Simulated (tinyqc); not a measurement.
Wavelength: periodic multilayer mirror for extreme ultraviolet light.

s polarisation, vacuum above. q_j = sqrt(N_j^2 - sin^2 theta); interface r_jk = (q_j - q_k)/(q_j + q_k) exp(-2 (2 pi/lam)^2 q_j q_k sg^2) (Nevot-Croce; sg = 0 if not given); phase factor of a layer x_j = exp(4 pi i q_j d_j/lam). Each period has the spacer (thickness (1 - Gm) L) on top of the absorber (Gm L). In this recursion R is the amplitude; R in tables and results is the reflectance, its squared modulus. The substrate is of the spacer material. Starting with R = 0 in it, each interface upward gives R -> (r + R x)/(1 + r R x), x that of the layer below the interface (1 for the substrate).

Inputs chosen for the exercise (optical constants near those of Mo and Si at 13.5 nm; shifted at random, so the results belong to these values and not to a real crystal): dA = (0.0794, 0.0068) (delta and beta of the absorber, N = 1 - delta + i beta); dS = (0.001, 0.00174) (delta and beta of the spacer and the substrate); L = 7.01 nm (period); Gm = 0.46 (absorber share of the period); theta = 0 degrees (angle from the normal); sg = 0.5 nm (interface roughness); Np = 10 (periods).

The optical constants are held fixed.

Reflectance:
```
lam (nm)      R
12.9      0.173
13.0      0.210
13.1      0.243
13.2      0.269
13.3      0.289
13.4      0.302
13.5      0.308
13.6      0.307
13.7      0.299
13.8      0.284
13.9      0.264
14.0      0.237
14.1      0.207
14.2      0.173
14.3      0.139
```

The largest value listed is 0.308 at 13.5 nm, against lam_B = 2 L Re(mean q) = 13.500 nm. R exceeds half of that from 12.9 to 14.2 nm of the wavelengths listed, at least 9.6 % of the wavelength; a chain of ten mirrors narrows it, since R^10 falls to half where R has lost only 7 %.

(tinyqc, `OMP_NUM_THREADS=1 python tinyqc.py 1680478 1680479 out.jsonl`, Intel(R) Xeon(R) Processor @ 2.30GHz, 1 thread, shared host, about 0.01 s.)
